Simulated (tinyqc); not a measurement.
How the errors depend on the field: Haynes-Shockley experiment: drift, diffusion and decay of a minority-carrier pulse. Computed by tinyqc, a small Python program. Command: `OMP_NUM_THREADS=1 python tinyqc.py 3114324 3114325 out.jsonl haynes walk`. One thread of a shared host (Intel(R) Xeon(R) Processor @ 2.30GHz), about 0.01 s of CPU time with the checks.

A thin sheet of excess carriers is made at x = 0, t = 0 in a long uniform bar; injection is low, so the pulse moves with the minority mobility.

Inputs (values chosen for the exercise, modelled on electrons in p-type germanium in a lightly doped bar):
```
quantity                       value         unit
minority mobility mu            4360   cm^2/(V s)
lifetime tau                      38  microsecond
temperature T                    300            K
field F                          9.4         V/cm
distance d to the collector     0.31           cm
injected sheet density N0    3.4e+10       1/cm^2
```

Constants: k_B = 8.617333262e-05 eV/K.

Method:
- D = mu k_B T/e, v = mu F.
- Transit time d/v, diffusion length sqrt(D tau), drift length v tau, Peclet number v d/D = e F d/(k_B T).
- dn(x, t) = N0/sqrt(4 pi D t) exp(-(x - v t)^2/(4 D t) - t/tau).
- At fixed x the signal peaks where d ln(dn)/dt = 0: a t^2 + t/2 - x^2/(4 D) = 0 with a = v^2/(4 D) + 1/tau.
- The full width at half maximum is found by solving dn(x, t) = peak/2 on both sides of the peak.
- With w that width: mu = d/(F t_p); D = (w d)^2/(16 ln2 t_p^3). The field is scaled by the factors listed.

D = 112.715 cm^2/s

Errors of the simple reading:
```
factor  F (V/cm)   v d/D  v^2 tau/(4 D)  error of mu (%)  error of D (%)
0.5         4.70   56.36           35.4           3.1927          3.0125
0.7         6.58   78.90           69.4           1.9936          2.1563
1.0         9.40  112.72          141.6           1.2436          1.5095
1.5        14.10  169.08          318.5           0.7500          1.0055
2.5        23.50  281.80          884.8           0.4120          0.6025
4.0        37.60  450.87         2265.1           0.2441          0.3762
7.0        65.80  789.03         6936.9           0.1340          0.2148
```

The error of mu falls from 3.19 to 0.134 %. For large v d/D it is about D/(v d) + 2 D/(v^2 tau), here 0.134 % in the last row: one part from spreading, one from recombination.

Extremes, crossings and ranges named in words are read from the listed rows.
